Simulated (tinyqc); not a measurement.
# An infinitely deep well in a field (quantum-confined Stark shift), Airy functions, step by step

tinyqc, about 0.03 s, one thread, Intel Xeon 2.30GHz (shared host): `OMP_NUM_THREADS=1 python tinyqc.py 2580130 2580131 out.jsonl` Printed values are rounded.

Hard walls at x = -L/2 and +L/2; between them U(x) = -F x (eV, zero at the centre). C = hbar^2/(2 m0), e = (C F^2/m1)^(1/3), z1 = (F L/2 - E)/e at the left wall and z2 = (-F L/2 - E)/e at the right wall. Levels are the roots of D(E) = Ai(z1) Bi(z2) - Ai(z2) Bi(z1).

Parameters, values chosen for the exercise:
```
symbol,value,unit,meaning
m1,0.041,m0,mass
L,19.7,nm,well width
F,0.0072,V/nm,field
n,1,,level sought
```

Constants: q = 1.602176634e-19 C, hbar = 1.054571817e-34 J s, m0 = 9.1093837015e-31 kg, hbar^2/(2 m0) = 0.0380998212 eV nm^2. Results are converted to the units shown.

## Level without field and second-order shift

E_n(0) = C (n pi/L)^2/m1; second-order shift m1 F^2 L^4 (1 - 15/(pi n)^2)/(48 C pi^2 n^2).

E_n(0) = 0.0236323 eV
second-order shift = -9.21936 meV
F L/E_1(0) = 6.00195

## Step 1: secant step for the level

first trial energy = 0.0236 eV
second trial energy = 0.0224 eV

Secant step from the last two trial energies, E_a the older and E_b the newer: next = E_b - D(E_b) (E_b - E_a)/(D(E_b) - D(E_a)).

D(E_a) = 0.237015
D(E_b) = 0.211800
third trial energy = 0.0123201 eV

## Step 2: secant step for the level

As before.

D(E_a) = 0.211800
D(E_b) = -0.102401
fourth trial energy = 0.0156052 eV

## Course of the secant iteration

Stop when E changes by less than 1e-10 eV and the root is level n (n - 1 nodes between the walls). E_a and E_b start as the two trial energies.

Course of the iteration:
```
step     E (eV)  change (eV)
1     0.0123201       0.0101
2     0.0156052      3.29e-3
3     0.0150225      5.83e-4
4     0.0149741      4.84e-5
5     0.0149749      8.94e-7
6     0.0149749      1.25e-9
7     0.0149749     3.29e-14
```

Converged in 7 steps to level 1.

## Stark shift

Exact shift E_n(F) - E_n(0), and the mean position <x> = -dE_n/dF. E_n(0) = C (n pi/L)^2/m1; second-order shift m1 F^2 L^4 (1 - 15/(pi n)^2)/(48 C pi^2 n^2).

E_n = 0.0149749 eV
shift = -8.65738 meV
<x> = 2.2700 nm

The second-order estimate is 6.5 % above the exact shift in size.
